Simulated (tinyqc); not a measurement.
Quantum-confined Stark effect in a modulator well: one step. Contrast at the operating point. Four cases, with inputs chosen for the exercise.

Problem. With a Gaussian line of half width G, the absorption at E_op = line(0) - dE is proportional to strength x exp(-ln2 ((E_op - line)/G)^2); continuum absorption is left out. Give it at both fields, relative to the zero-field peak.

Constants: hc = 1239.841984 eV nm.

Give: E_op; wavelength; absorption without and with the field.

Case 1.

Values chosen (out of a larger set: near those of a GaAs well in AlGaAs; not measured data): dE = 20 meV (operating point below the zero-field line); G = 10 meV (half width of the exciton line).

Results:

| F (kV/cm) | lam (angstrom) | Eb (meV) | line (eV) | nm | overlap^2/lam^2 (1e-4/angstrom^2) |
|---|---|---|---|---|---|
| 0.00 | 119.781 | 8.7378 | 1.456816 | 851.063 | 0.686347 |
| 86.00 | 140.606 | 7.1697 | 1.438561 | 861.863 | 0.207198 |

Solution.

E_op = 1.4368 eV
wavelength = 862.9 nm

absorption without and with the field: 0.062  0.30

The field changes the absorption by +0.23 of the zero-field peak. The zero-field tail still absorbs here, since dE is no more than 2G, which costs insertion loss.

Case 2.

Values chosen (out of a larger set: near those of a Ge well in SiGe, direct gap; not measured data): dE = 6 meV (operating point below the zero-field line); G = 4 meV (half width of the exciton line).

Results:

| F (kV/cm) | lam (angstrom) | Eb (meV) | line (eV) | nm | overlap^2/lam^2 (1e-4/angstrom^2) |
|---|---|---|---|---|---|
| 0.00 | 223.502 | 3.9964 | 0.870752 | 1423.875 | 0.199702 |
| 45.00 | 234.946 | 3.7626 | 0.864076 | 1434.877 | 0.133752 |

Solution.

E_op = 0.8648 eV
wavelength = 1433.8 nm

absorption without and with the field: 0.21  0.66

The field changes the absorption by +0.45 of the zero-field peak. The zero-field tail still absorbs here, since dE is no more than 2G, which costs insertion loss.

Case 3.

Values chosen (out of a larger set: near those of a Ge well in SiGe, direct gap; not measured data): dE = 16 meV (operating point below the zero-field line); G = 6 meV (half width of the exciton line).

Results:

| F (kV/cm) | lam (angstrom) | Eb (meV) | line (eV) | nm | overlap^2/lam^2 (1e-4/angstrom^2) |
|---|---|---|---|---|---|
| 0.00 | 227.701 | 3.8727 | 0.858496 | 1444.203 | 0.192662 |
| 64.00 | 258.892 | 3.3186 | 0.840317 | 1475.445 | 0.063497 |

Solution.

E_op = 0.8425 eV
wavelength = 1471.6 nm

absorption without and with the field: 0.0072  0.30

The field changes the absorption by +0.29 of the zero-field peak. With dE above 2G the Gaussian tail at zero field is weak; real tails fall only exponentially and absorb more.

Case 4.

Values chosen (out of a larger set: near those of a GaAs well in AlGaAs; not measured data): dE = 7 meV (operating point below the zero-field line); G = 4 meV (half width of the exciton line).

Results:

| F (kV/cm) | lam (angstrom) | Eb (meV) | line (eV) | nm | overlap^2/lam^2 (1e-4/angstrom^2) |
|---|---|---|---|---|---|
| 0.00 | 106.917 | 10.1120 | 1.463873 | 846.960 | 0.855679 |
| 97.00 | 110.675 | 9.6878 | 1.457603 | 850.603 | 0.676427 |

Solution.

E_op = 1.4569 eV
wavelength = 851.0 nm

absorption without and with the field: 0.12  0.77

The field changes the absorption by +0.65 of the zero-field peak. The zero-field tail still absorbs here, since dE is no more than 2G, which costs insertion loss.

Computed by tinyqc, one run a case: `OMP_NUM_THREADS=1 python tinyqc.py N N+1 out.jsonl` with N = 1250430, 1250456, 1250515, 1250721; one thread of a shared Intel(R) Xeon(R) Processor @ 2.30GHz, about 0.1 s a run at most.
